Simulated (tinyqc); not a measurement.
## Barrier and mass from two Fowler-Nordheim currents

Question. Fowler-Nordheim tunnelling through a dielectric follows J = A F^2 exp(-B/F), A = q^2 me/(16 pi^2 hbar m1 phi1) (A/V^2 with phi1 in volts), B = (4/3) sqrt(m1/C) phi1^1.5 (V/nm), C = hbar^2/(2 m0). Find B, A, phi1 and m1.

Inputs (values chosen for the exercise):
- me = 0.84 m0 (emitter mass in the supply function)

Constants: q = 1.602176634e-19 C, hbar = 1.054571817e-34 J s, m0 = 9.1093837015e-31 kg, hbar^2/(2 m0) = 0.0380998212 eV nm^2. Results are converted to the units shown.

J at F = 0.86 and 1.35 V/nm (A/cm^2): [1.3384857e-5, 1.3123260]

Answer. The slope of ln(J/F^2) against 1/F is -B and the intercept gives A. A fixes the product m1 phi1, and B = (4/3) phi1 sqrt(m1 phi1/C) then gives phi1.

B = 25.1 V/nm
A = 8.52e-7 A/V^2
phi1 = 2.98 eV
m1 = 0.510 m0

Program tinyqc, `OMP_NUM_THREADS=1 python tinyqc.py 2540170 2540171 out.jsonl`; Intel Xeon 2.30GHz, shared host, one thread, about 0.05 s.
